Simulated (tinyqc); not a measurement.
# Inputs raised by 10 %, one at a time

Model: switching kinetics of a ferroelectric film and the memory window of a ferroelectric gate stack. Computed by tinyqc, a small Python program. Command: `OMP_NUM_THREADS=1 python tinyqc.py 3002647 3002648 out.jsonl feswitch sens`. One thread of a shared host (Intel(R) Xeon(R) Processor @ 2.30GHz), about 0.02 s of CPU time with the checks.

Fields in MV/cm; 1 microcoulomb/cm^2 over eps_0 is 11.29409 MV/cm. In the stack (metal, ferroelectric, interlayer, channel) the channel is taken as a conductor.

Inputs (values chosen for the exercise, for a model film):
```
quantity,value,unit
saturation polarisation P_s,24,microcoulomb/cm^2
ratio P_r/P_s,0.78,-
coercive field E_c,1.2,MV/cm
permittivity of the ferroelectric eps_F,35,-
thickness t_F,15,nm
permittivity of the interlayer eps_I,5.5,-
interlayer thickness t_I,1.7,nm
share s of P screened by trapped charge,0.57,-
pulse height V,6.2,V
time constant t_inf,3.4e-11,s
activation field E_a,10,MV/cm
Merz exponent alpha,1,-
dimension n,2,-
pulse length t_p,2e-08,s
breakdown field of the interlayer,10,MV/cm
```

Kinetics: Kolmogorov-Avrami-Ishibashi (KAI).

Method:
- Saturated branches: P(E) = P_s tanh[(E -/+ E_c)/(2 delta)], delta = E_c/ln[(1 + P_r/P_s)/(1 - P_r/P_s)]; D = P + eps_0 eps_F E.
- At threshold the channel charge is negligible, so D = 0 on each branch: (1 - s) P(E) + eps_0 eps_F E = 0, with the screened share s. The rising branch has the root E0 between 0 and E_c; window = 2 E0 t_F; its upper bound is 2 E_c t_F.
- Series stack: V = E_F t_F + E_I t_I and eps_I E_I = eps_F E_F + (1 - s) P/eps_0. Before switching P = -P_r, after it P = +P_s; in retention V = 0 and P = +P_r.
- Merz's law: t1 = t_inf exp[(E_a/E)^alpha] at the mean of the fields before and after switching. KAI: switched share = 1 - exp[-(t/t1)^n].

Runs:
```
input moved,from,to,memory window (V),E_I after switching (MV/cm),depolarising field in retention (MV/cm),switched share
base run,-,-,2.660,27.59,1.088,1.000
permittivity of the ferroelectric eps_F,35,38.5,2.590,27.95,1.045,1.000
thickness t_F (nm),15,16.5,2.926,27.24,1.029,1.000
permittivity of the interlayer eps_I,5.5,6.05,2.660,26.08,1.029,1.000
interlayer thickness t_I (nm),1.7,1.87,2.660,26.48,1.149,1.000
pulse height V (V),6.2,6.82,2.660,29.12,1.088,1.000
activation field E_a (MV/cm),10,11,2.660,27.59,1.088,1.000
time constant t_inf (s),3.4e-11,3.74e-11,2.660,27.59,1.088,1.000
```

Exponents ln(y'/y) / ln(x'/x):
```
input,memory window,E_I after switching,depolarising field in retention,switched share
permittivity of the ferroelectric eps_F,-0.281,0.135,-0.431,0
thickness t_F,1.000,-0.135,-0.593,0
permittivity of the interlayer eps_I,0.000,-0.593,-0.593,0
interlayer thickness t_I,0.000,-0.431,0.569,0
pulse height V,0.000,0.566,0.000,0
activation field E_a,0.000,0.000,0.000,0
time constant t_inf,0.000,0.000,0.000,0
```

Which inputs matter most for each result?

Among the inputs moved here: memory window answers most in size to thickness t_F (exponent +1.000), next to permittivity of the ferroelectric eps_F (-0.281); its exponent is below 0.0005 for permittivity of the interlayer eps_I, interlayer thickness t_I, pulse height V, activation field E_a, time constant t_inf. Its exponent +1.000 in thickness t_F: the window is a field times the thickness. E_I after switching answers most in size to permittivity of the interlayer eps_I (exponent -0.593), next to pulse height V (+0.566); its exponent is below 0.0005 for activation field E_a, time constant t_inf. Depolarising field in retention answers most in size to thickness t_F (exponent -0.593), and about equally to permittivity of the interlayer eps_I (-0.593); its exponent is below 0.0005 for pulse height V, activation field E_a, time constant t_inf. Switched share hardly depends on these (all exponents below 0.005).

Caution (all rows): the interlayer field exceeds its breakdown field, so charge injection would change the fields. Caution (rows base run, permittivity of the ferroelectric eps_F, thickness t_F, permittivity of the interlayer eps_I, interlayer thickness t_I, activation field E_a, time constant t_inf): E_F after switching lies below E_c, so switching stalls before P_s and that state is not reached. Caution (all rows): the field changes much during switching, so one mean field is a crude stand-in.
